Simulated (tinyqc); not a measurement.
Resistance of a tapered via with liner, size effect and interface: two steps of the calculation.

A round via whose diameter grows from db at the bottom as D(z) = db + 2 z/tan(ang). The fill, of diameter D - 2 tl, starts above the bottom liner (thickness fb tl) and has rho = rho0 (1 + ks lam/(D - 2 tl)); the sidewall liner conducts in parallel with it. The bottom liner and the interface are crossed over the full area pi db^2/4. Spreading in the lines above and below is left out.

Inputs (values chosen for the exercise); fill metal close to cobalt: diameter at the bottom db = 55 nm; height hv = 130 nm; sidewall angle ang = 85 degrees; bulk resistivity of the fill rho0 = 6.04 uohm cm; mean free path of the fill lam = 12 nm; size-effect factor ks = 1; liner on the sidewall tl = 1.2 nm; liner at the bottom over that on the sidewall fb = 0.5; resistivity of the liner rl = 400 uohm cm; interface resistivity at the bottom ri = 7.9e-13 ohm cm^2; ballistic conductance per area, about 3/(4 rho0 lam) Sb = 1e15 S/m^2.

Problem 1. Slices of the via. Slices between z0 = fb tl and hv, evaluated at their midpoints: conductance per length pi/4 [(D - 2 tl)^2/rho + (D^2 - (D - 2 tl)^2)/rl], slice resistance = slice height over that. 10 slices.

Find: z; D; rho; slice resistance.

Solution 1.

```
slice	z (nm)	D (nm)	rho (uohm cm)	slice resistance (ohm)
0	7.070	56.24	7.386	0.4192
1	20.01	58.50	7.332	0.3832
2	32.95	60.77	7.282	0.3516
3	45.89	63.03	7.235	0.3238
4	58.83	65.29	7.192	0.2992
5	71.77	67.56	7.152	0.2772
6	84.71	69.82	7.115	0.2575
7	97.65	72.09	7.080	0.2399
8	110.6	74.35	7.047	0.2240
9	123.5	76.61	7.017	0.2096
```

Problem 2. Total resistance. R_fill = sum of the slices; R_bottom = rl fb tl/(pi db^2/4); R_interface = ri/(pi db^2/4); ballistic (Sharvin) limit 1/(Sb pi (db - 2 tl)^2/4); ideal cylinder rho0 hv/(pi db^2/4).

slice resistance, slice 0 to 9 (ohm): 0.41915717  0.38319771  0.35164898  0.32382129  0.29915415  0.27718842  0.25754510  0.23990920  0.22401721  0.20964733

Find: parts; R; shares; ballistic limit; ideal cylinder.

Solution 2.

parts (ohm): fill 2.985, bottom liner 1.010, interface 0.03325
R = 4.029 ohm
shares (%): fill 74.10, bottom liner 25.07, interface 0.83
ballistic limit = 0.4602 ohm
ideal cylinder = 3.305 ohm

The fill is the largest part, and R is 1.22 times the ideal cylinder. With 2000 slices R = 4.0299 ohm.

Program tinyqc, `OMP_NUM_THREADS=1 python tinyqc.py 2750130 2750131 out.jsonl`; Intel Xeon 2.30GHz, shared host, one thread, about 0.01 s.
